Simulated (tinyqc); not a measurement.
Channel length: inversion-layer mobility, back-scattering and ballistic limit of a field-effect transistor. Computed by tinyqc, a small Python program. Command: `OMP_NUM_THREADS=1 python tinyqc.py 3018663 3018664 out.jsonl mos walk`. One thread of a shared host (Intel(R) Xeon(R) Processor @ 2.30GHz), about 0.01 s of CPU time with the checks.

The charge at the top of the source barrier is fixed by the gate; series resistance and short-channel effects are left out. F_j are Fermi integrals normalised to exp(eta) in the classical limit.

Inputs (values chosen for the exercise, modelled on an InGaAs n-channel):

| quantity | value | unit |
|---|---|---|
| transport mass m | 0.046 | m_0 |
| valley degeneracy g_v | 1 | - |
| weight w of the inversion charge | 0.5 | - |
| permittivity eps | 13.9 | - |
| phonon mobility at 1 MV/cm and 300 K, mu_ph | 3200 | cm^2/(V s) |
| roughness mobility at 1 MV/cm, mu_sr | 2000 | cm^2/(V s) |
| Coulomb mobility at N_inv = 1e12/cm^2, mu_C | 2400 | cm^2/(V s) |
| electrical oxide thickness t_inv | 2.7 | nm |
| depletion charge N_dep | 1.6e+12 | 1/cm^2 |
| gate overdrive V_G - V_T | 0.26 | V |
| drain voltage V_D | 0.59 | V |
| exponent a of the critical length | 0.62 | - |
| temperature T | 300 | K |

Statistics at the top of the barrier: Fermi-Dirac.

Constants: eps_0 = 8.8541878128e-12 F/m; e = 1.602176634e-19 C; m_0 = 9.1093837015e-31 kg; k_B = 1.380649e-23 J/K; hbar = 1.054571817e-34 J s; k_B = 8.617333262e-05 eV/K.

Method:
- N_inv = 3.9 eps_0 (V_G - V_T)/(e t_inv); effective field E_eff = e (N_dep + w N_inv)/(eps eps_0).
- mu_phonon = mu_ph (E_eff/1 MV/cm)^(-0.3) (T/300 K)^(-1.75); mu_rough = mu_sr (E_eff/1 MV/cm)^(-2); mu_Coulomb = mu_C (N_inv/1e12 cm^-2) (T/300 K); Matthiessen's rule adds 1/mu.
- F_j(eta) = (1/Gamma(j + 1)) int_0^infinity x^j/(1 + exp(x - eta)) dx, F_0 = ln(1 + exp(eta)). Integrals over x = E/(k_B T) use 160 Gauss-Legendre points in u = sqrt(x) from 0 to sqrt(max(eta, 0) + 32).
- Ballistic channel: N_2D = g_v m k_B T/(pi hbar^2), U = e V_D/(k_B T); eta_F solves N_inv = (N_2D/2)[F_0(eta_F) + F_0(eta_F - U)]; v_T = sqrt(2 k_B T/(pi m)); I/W = e (N_2D/2) v_T [F_1/2(eta_F) - F_1/2(eta_F - U)]; injection velocity v_T F_1/2(eta_F)/F_0(eta_F).
- Mean free path lambda = (2 k_B T/e)(mu/v_T) F_0(eta_0)/F_-1/2(eta_0), with eta_0 from N_inv = N_2D F_0(eta_0); critical length l = L (1 + U)^(-a), an empirical rule; back-scattering r = l/(l + lambda). Then eta solves N_inv = (N_2D/2)[(1 + r) F_0(eta) + (1 - r) F_0(eta - U)] and I/W = e (N_2D/2) v_T (1 - r)[F_1/2(eta) - F_1/2(eta - U)].
- The last column is the long-channel law e N_inv mu V/L with V = V_D - V_D^2/(2 V_ov) below pinch-off and V_ov/2 above, V_ov = V_G - V_T.

inversion density N_inv = 2.07545e+12 1/cm^2

effective mobility mu = 2055.57 cm^2/(V s)

ballistic current I/W = 1846.30 microampere/micrometre

Currents (microampere/micrometre):

| L (nm) | r | I/W | ballistic ratio | long-channel law |
|---|---|---|---|---|
| 5 | 0.00876 | 1806.9 | 0.97865 | 17772 |
| 10 | 0.01738 | 1769.0 | 0.95815 | 8886 |
| 20 | 0.03416 | 1697.7 | 0.91951 | 4443 |
| 40 | 0.06607 | 1570.3 | 0.85053 | 2221 |
| 80 | 0.12394 | 1363.8 | 0.73865 | 1111 |
| 160 | 0.22055 | 1076.5 | 0.58305 | 555 |
| 400 | 0.41431 | 654.2 | 0.35435 | 222 |
| 1000 | 0.63879 | 327.2 | 0.17723 | 89 |

The current scales as L^-0.76 at the long end and as L^-0.03 at the short end, where it reaches 98 % of the ballistic 1850. The long-channel law passes the ballistic limit between 40.0 and 80.0 nm and has no meaning below. At 1000 nm the model gives 3.68 times the long-channel law; the rule for l is a fit for short devices and fails wherever the model exceeds that law. Raising mu by 10 % at 20 nm raises I by 0.7 %. Caution: the Fermi level lies so high that further subbands and non-parabolicity matter.

Extremes, crossings and ranges named in words are read from the listed rows.
